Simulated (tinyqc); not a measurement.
Worked calculation: Tamm state at the end of a one-band chain. Values are carried at full precision from step to step, so a last printed digit may differ when a step is redone from the rounded ones.

A half-infinite chain with site energy 0 and hopping -t, band E = -2t cos(ka); the end site has energy D. The surface Green function of the unperturbed half chain is g = (E -/+ sqrt(E^2 - 4t^2))/(2t^2), the root with |t g| <= 1 and Im g <= 0, and with the shift G = g/(1 - D g).

Parameters, chosen for this exercise: t = 0.89 eV (hopping); D = -1.63 eV (shift of the end site); a = 3.8 angstrom (spacing); N = 10 (sites); E = -0.41 eV (energy in the band).

## The bound state

Amplitudes z^n solve the chain for E = -t (z + 1/z); the end site demands z = -t/D, bound if |z| < 1. Then E = D + t^2/D, weight on the end site 1 - z^2, decay length -a/ln|z|.

z = 0.5460
E = -2.1160 eV
weight on the end site = 0.7019
decay length of the amplitude = 6.280 angstrom

The state lies 0.3360 eV below the band, and its amplitude keeps its sign from site to site.

## A finite chain

Write H for N sites.

H (eV), lower triangle:
```
         1       2       3       4       5       6       7       8       9  10
1   -1.630
2   -0.890       0
3        0  -0.890       0
4        0       0  -0.890       0
5        0       0       0  -0.890       0
6        0       0       0       0  -0.890       0
7        0       0       0       0       0  -0.890       0
8        0       0       0       0       0       0  -0.890       0
9        0       0       0       0       0       0       0  -0.890       0
10       0       0       0       0       0       0       0       0  -0.890   0
```

## Levels of the finite chain

Diagonalise; give the weight of each level on site 1.

levels (eV): -2.1159  -1.6715  -1.3816  -0.9614  -0.4561  0.0869  0.6184  1.0908  1.4619  1.6987

weights on site 1: 0.7019  0.0281  0.0541  0.0596  0.0539  0.0430  0.0304  0.0183  0.0086  0.0022

The split-off level differs from the half-infinite value by +0.004 meV, the pull of the far end.

## Local density of states in the band

Form g and G at E; the surface density is -Im G/pi, the bulk density 1/(pi sqrt(4t^2 - E^2)).

g = -0.2588-1.0934i 1/eV
G = 0.5125-0.3115i 1/eV

densities (1/eV): clean end 0.3480, shifted end 0.0991, bulk 0.1838

## Checks

- Pole of G, 1 - D g(E) = 0, at the bound level: both 1.00000.

(tinyqc, `OMP_NUM_THREADS=1 python tinyqc.py 1481915 1481916 out.jsonl`, Intel(R) Xeon(R) Processor @ 2.30GHz, 1 thread, shared host, about 0.01 s.)
